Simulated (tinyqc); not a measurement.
A and C from the efficiency peak.

Question. ABC model of an LED: J = q da (A n + Ba n^2 + Ca n^3), IQE = Ba n^2/(A n + Ba n^2 + Ca n^3), differential lifetime 1/(A + 2 Ba n + 3 Ca n^2). The peak lies at n = sqrt(A/Ca). Given Ba, find n at the peak, A and Ca.

Parameters, values chosen for the exercise:

| symbol | value | unit | meaning |
|---|---|---|---|
| Ba | 1.3e-10 | cm^3/s | radiative coefficient of the active layer |
| da | 77 | nm | thickness of the active layer |

Constants: q = 1.602176634e-19 C. Results are converted to the units shown.

peak IQE = 98.100516 %
J at the peak = 4.9953205 A/cm^2

Answer. IQE J = q da Ba n^2 gives n. At the peak A n = Ca n^3, each being half of the non-radiative rate Ba n^2 (1/IQE - 1).

n at the peak = 1.75e17 cm^-3
A = 2.20e5 1/s
Ca = 7.20e-30 cm^6/s

Numbers from tinyqc (`OMP_NUM_THREADS=1 python tinyqc.py 2300145 2300146 out.jsonl`; about 0.01 s on one thread of a shared Intel Xeon 2.30GHz).
